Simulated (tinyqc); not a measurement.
Frequency dispersion of an accumulation capacitance by border traps, distributed model: capacitance and loss against frequency.

Traps spread evenly through the insulator exchange electrons with the semiconductor by tunnelling, with tau(x) = t0 exp(2 ka x) at depth x from the interface. The admittance per area Y seen at depth x obeys dY/dx = -Y^2/(i w eps0 eox) + q Nb ln(1 + i w tau)/tau, with Y(0) = i w Cs and w = 2 pi f; the gate sees Y(tox) = G + i w C. Working variable y = Y/(i w), in uF/cm^2. Cox = eps0 eox/tox.

Cox; trap-free value 1/(1/Cox + 1/Cs); response depth d = ln(1/(w t0))/(2 ka), where w tau = 1; lumped estimate: all traps within d act as C_bt = q Nb d placed at d/2, so C = 1/{1/[1/(1/Cs + d/(2 eps0 eox)) + C_bt] + (tox - d/2)/(eps0 eox)}. C and G from a fine integration; dispersion -d C/d log10 f over C, from f times and over 1.1. For a broad spread of time constants G/w is close to -(pi/2) dC/d ln w.

Inputs (values chosen for the exercise); permittivity close to that of hafnium oxide:
- eox = 19.9 (relative permittivity of the insulator)
- tox = 8.7 nm (insulator thickness)
- Cs = 6.6 uF/cm^2 (semiconductor capacitance in accumulation)
- Nb = 1.4e19 cm^-3 eV^-1 (density of border traps)
- ka = 5 1/nm (decay constant of the wave function in the insulator)
- t0 = 2e-9 s (time constant of a trap at the interface)

Constants: q = 1.602176634e-19 C, eps0 = 8.8541878128e-14 F/cm where lengths are in cm. Results are converted to the units shown.

The same in every row: trap-free C (uF/cm^2) = 1.550.

Result of one run:
```
d (nm)  C (uF/cm^2)  G/w (uF/cm^2)  dispersion (% a decade)  -(pi/2) dC/d ln w (uF/cm^2)  lumped C (uF/cm^2)
1.359         1.578       0.004360                   0.4046                     0.004357               1.575
```

Which frequency f gave this result: 10, 100, 10000, 1e5 or 1e7 Hz?

f = 100 Hz.

The whole series:
```
f (Hz)  d (nm)  C (uF/cm^2)  G/w (uF/cm^2)  dispersion (% a decade)  -(pi/2) dC/d ln w (uF/cm^2)  lumped C (uF/cm^2)
10       1.589        1.585       0.004816                   0.4450                     0.004813               1.581
100      1.359        1.578       0.004360                   0.4046                     0.004357               1.575
1000     1.128        1.572       0.003924                   0.3655                     0.003921               1.570
10000   0.8982        1.567       0.003509                   0.3279                     0.003505               1.564
1e5     0.6679        1.562       0.003113                   0.2919                     0.003111               1.560
1e6     0.4377        1.558       0.002733                   0.2576                     0.002737               1.556
1e7     0.2074        1.554       0.002317                   0.2241                     0.002376               1.552
```

C falls from 1.585 to 1.554 uF/cm^2, towards the trap-free 1.550; each decade of frequency removes ln 10/(2 ka) = 0.230 nm from the response depth. The dispersion falls from 0.445 to 0.224 % a decade and G/w falls from 0.00482 to 0.00232 uF/cm^2. G/w lies between 0.975 and 1.00 times -(pi/2) dC/d ln w, the relation for a broad spread of time constants.

Computed by the program tinyqc: `OMP_NUM_THREADS=1 python tinyqc.py 2202241 2202242 out.jsonl`, one thread of a shared Intel Xeon 2.30GHz, about 0.5 s for the whole run.
